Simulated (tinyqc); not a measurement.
# Inputs raised by 5 %, one at a time

Model: Raman line shape of confined optical phonons and breathing modes of small crystals. Computed by tinyqc, a small Python program. Command: `OMP_NUM_THREADS=1 python tinyqc.py 3002847 3002848 out.jsonl confine sens`. One thread of a shared host (Intel(R) Xeon(R) Processor @ 2.30GHz), about 0.06 s of CPU time with the checks.

Confinement in 2 direction(s) lets phonons with q away from zero scatter light. q is in units of 2 pi/a, from 0 to 1, and the branch is isotropic: omega(q)^2 = (omega_0^2 + omega_X^2)/2 + ((omega_0^2 - omega_X^2)/2) cos(pi q). The model and its constant beta are phenomenological; beta = 8 is the common choice.

Inputs (values chosen for the exercise, modelled on silicon):
```
quantity,value,unit
bulk frequency omega_0,520.4,1/cm
frequency at the zone boundary omega_X,408,1/cm
natural width Gamma_0,3.6,1/cm
lattice constant a,5.431,angstrom
size L,13,nm
confinement constant beta,4,-
```

Shape: wire.

Method:
- Weight W(q) = q^1 exp(-(2 L q/a)^2/(2 beta)) dq, that is exp(-k^2 L^2/(2 beta pi^2)) for k = 2 pi q/a.
- I(omega) = int W(q) / [(omega - omega(q))^2 + (Gamma_0/2)^2] dq / int W dq x (Gamma_0/2)^2, by 400 Gauss-Legendre points on 0 < q < min(1, 2.5 a sqrt(2 beta)/L).
- The peak is the maximum of I; the width is taken between the half-maximum points, and the asymmetry is the low-side half-width over the high-side one.

Runs:
```
input moved,from,to,peak shift (1/cm),full width (1/cm),asymmetry
base run,-,-,-0.65232,4.2802,1.1598
natural width Gamma_0 (1/cm),3.6,3.78,-0.66109,4.4477,1.1484
size L (nm),13,13.65,-0.60750,4.1942,1.1377
confinement constant beta,4,4.2,-0.67556,4.3268,1.1718
```

Exponents ln(y'/y) / ln(x'/x):
```
input,peak shift,full width,asymmetry
natural width Gamma_0,0.274,0.787,-0.202
size L,-1.459,-0.416,-0.394
confinement constant beta,0.717,0.222,0.211
```

To which inputs is each result most sensitive?

Among the inputs moved here: peak shift answers most in size to size L (exponent -1.459), next to confinement constant beta (+0.717). Full width answers most in size to natural width Gamma_0 (exponent +0.787), next to size L (-0.416). Asymmetry answers most in size to size L (exponent -0.394), next to confinement constant beta (+0.211).

Extremes, crossings and ranges named in words are read from the listed rows.
